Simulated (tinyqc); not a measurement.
# MOSFET in the linear regime without short-channel effects, parameter extraction from computed curves: extraction methods against the drawn gate length

Inversion charge Q = Cox n Vt W0(exp((Vg - VT)/(n Vt))), W0 the Lambert function and n = nf; u = Q/Cox; mobility mu = mu0/(1 + th1 u + th2 u^2); channel resistance Rch = (L - dL)/(W mu Q); Id = Vd/(Rch + Rsd/W). Cox = eps0 eox/tox. Small Vd, no channel-length or drain effects.

From the continuous curve Id(Vg): tangent at peak gm (V_ext = Vg - Id/gm); constant current Id = 0.1 uA W/L; peak of d2Id/dVg2; Y = Id/sqrt(gm) drawn through Vg = VT + 0.6 and VT + 0.8 V, with intercept VT_Y and slope s. Mobilities gm,max L/(W Cox Vd) and s^2 L/(W Cox Vd) with the drawn L. Last column: share of Rsd/W in the total resistance at VT + 0.8 V.

Inputs (values chosen for the exercise); channel values of the order met in silicon transistors:
- T = 300 K (temperature)
- eox = 3.9 (relative permittivity of the gate insulator (close to silicon dioxide))
- tox = 1 nm (insulator thickness)
- mu0 = 80 cm^2/(V s) (low-field mobility)
- th1 = 0.28 1/V (first mobility attenuation factor)
- th2 = 0 1/V^2 (second mobility attenuation factor)
- VT = 0.69 V (threshold voltage)
- nf = 1.15 (body factor)
- W = 1 um (gate width)
- dL = 0.004 um (drawn less effective length)
- Rsd = 360 ohm um (source plus drain resistance)
- Vd = 0.01 V (drain voltage)

Constants: q = 1.602176634e-19 C, kB = 1.380649e-23 J/K, Vt = kB T/q, eps0 = 8.8541878128e-14 F/cm where lengths are in cm. Results are converted to the units shown.

Extraction methods against the drawn gate length:
columns A: L (um); B: V_ext (V); C: constant current (V); D: second derivative (V); E: VT_Y (V); F: mobility from gm (cm^2/(V s)); G: mobility from Y (cm^2/(V s)); H: series share (%)
```
A          B      C      D      E     F     G     H
0.03   0.659  0.732  0.668  0.734  39.9  83.9  69.3
0.062  0.672  0.732  0.675  0.734  46.4  77.7  50.3
0.13   0.683  0.733  0.679  0.734  52.0  75.0  31.7
0.27   0.691  0.733  0.680  0.734  56.2  73.8  18.1
0.56   0.697  0.733  0.681  0.734  59.0  73.3  9.54
1.2    0.700  0.733  0.682  0.734  60.7  73.0  4.67
2.4    0.702  0.733  0.682  0.734  61.6  72.9  2.39
5      0.703  0.733  0.682  0.734  62.1  72.8  1.16
```

What does the table show?

The model has VT = 0.69 V and mu0 = 80 cm^2/(V s). Over the table the extracted thresholds move by 44 mV (tangent), 1.0 mV (constant current), 14 mV (second derivative), under 0.5 mV (Y function). The mobility from gm rises from 39.9 to 62.1 and that from Y falls from 83.9 to 72.8 cm^2/(V s).

Computed by the program tinyqc: `OMP_NUM_THREADS=1 python tinyqc.py 2210019 2210020 out.jsonl`, one thread of a shared Intel Xeon 2.30GHz, about 0.01 s for the whole run.
